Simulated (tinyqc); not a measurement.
Plane-wave Kohn-Sham cycle with exchange-only LDA in a layered model solid, step by step. Computed by tinyqc, a small Python program that keeps every step. Settings: points = 16, plane-wave index or count = 2, electrons = 4, k points = 1, area = 16.0, mixing = 0.5, iteration cap = 73. Command: `OMP_NUM_THREADS=1 python tinyqc.py 29921 29922 out.jsonl` (the two numbers bound the seeds that draw the settings). One thread of a shared host (Intel(R) Xeon(R) Processor @ 2.60GHz), about 0.01 s of CPU time with the checks.

A solid whose potential varies along x alone (atomic units):
```
parameter                      value
period a                   10.400000
cross-section of the cell  16.000000
electrons per cell                 4
grid points                       16
plane waves -n..n, n               2
k points                           1
V1 in V1 cos(2 pi x/a)     -0.170000
```

Stop when sqrt(dV sum R^2) is below 1e-8, dV = a A/N.

Course of the cycle:
```
iteration  E (hartree)  norm of the residual
1          -0.63642536              1.80e-01
2          -0.63499480              2.12e-01
3          -0.74436855              2.20e-01
4          -0.67376568              2.33e-01
5          -0.78465820              2.33e-01
6          -0.67535724              2.34e-01
7          -0.78588512              2.34e-01
8          -0.67534981              2.34e-01
9          -0.78587785              2.34e-01
10         -0.67534684              2.34e-01
11         -0.78587661              2.34e-01
...                ...                   ...
63         -0.78587679              2.34e-01
64         -0.67534616              2.34e-01
65         -0.78587679              2.34e-01
66         -0.67534616              2.34e-01
67         -0.78587679              2.34e-01
68         -0.67534616              2.34e-01
69         -0.78587679              2.34e-01
70         -0.67534616              2.34e-01
71         -0.78587679              2.34e-01
72         -0.67534616              2.34e-01
73         -0.78587679              2.34e-01
```

Can the last value be used, and what does the course show?

Not by the stop rule. Not converged within 73 iterations: the residual has stopped falling: the iteration swings between two states. Reruns (cap 100 unless said): mixing 0.1: not converged; mixing 0.5, Kerker q0 1.0: not converged; mixing 0.3, Pulay depth 5: not converged; the original settings with a cap of 400: not converged.
